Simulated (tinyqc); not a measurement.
# Read current of a NAND string, cells in series solved by shooting, step by step

Program tinyqc, `OMP_NUM_THREADS=1 python tinyqc.py 2142174 2142175 out.jsonl`; Intel Xeon 2.30GHz, shared host, one thread, about 0.8 s. Printed values are rounded.

Cells in series, numbered from 0 at the source line (0 V) to the bit line, each followed by a gap resistance Rg. A cell with gate Vg, threshold VT, source Vs and drain Vd passes I = 2 nf K Vt^2 [F(Vs) - F(Vd)]/(1 + th max(Vg - VT, 0)), F(V) = ln^2(1 + exp((Vg - VT - nf V)/(2 nf Vt))). The selected cell has Vg = Vr, the others Vg = Vp.

Values chosen for this exercise; values of the order met in vertical NAND strings:
- T = 358 K (temperature)
- K = 13 uA/V^2 (gain factor of a cell)
- nf = 1.8 (slope factor)
- th = 0.03 1/V (mobility reduction factor)
- Rg = 3 kohm (resistance of the gap between cells)
- Vbl = 0.3 V (bit-line voltage)
- Vp = 6.5 V (pass voltage)
- Vr = 3.09 V (read voltage on the selected word line)

Constants: q = 1.602176634e-19 C, kB = 1.380649e-23 J/K, Vt = kB T/q. Results are converted to the units shown.

## Step 1: node voltages for a trial current

first trial current = 1.1 uA
thresholds from the source end, cell 0 to 3 (V): [-0.8, 4, 2, 4]

For a trial current I start at 0 V and, cell by cell (the selected one is cell 2), solve for the drain: sqrt(F(Vd)) = sqrt(F(Vs) - I/k), k = 2 nf K Vt^2/(1 + th max(Vg - VT, 0)), Vd = [Vg - VT - 2 nf Vt ln(exp(sqrt F) - 1)]/nf, then add I Rg.

node voltage after each cell and gap, trial 1, cell 0 to 3 (V): [0.0174543, 0.0581108, 0.158771, 0.203862]

## Step 2: node voltages for a trial current

second trial current = 1.4 uA

As before.

node voltage after each cell and gap, trial 2, cell 0 to 3 (V): [0.0222232, 0.0743233, 0.211545, 0.271703]

## Course of the secant iteration

Secant steps on the end voltage less Vbl, from the two trials; a trial above the saturation current of a cell has no solution and is moved halfway to the previous trial. Stop below 1e-9 V.

Course of the iteration:
```
iteration,I (uA),end voltage - Vbl (V),halvings
1,1.52513,2.57e-3,0
2,1.51472,-6.94e-5,0
3,1.51499,-1.71e-7,0
4,1.51499,1.13e-11,0
```

Converged in 4 iterations to I = 1.5150 uA. The selected cell takes 49.5 % of the bit-line voltage and the gaps together 6.06 %.
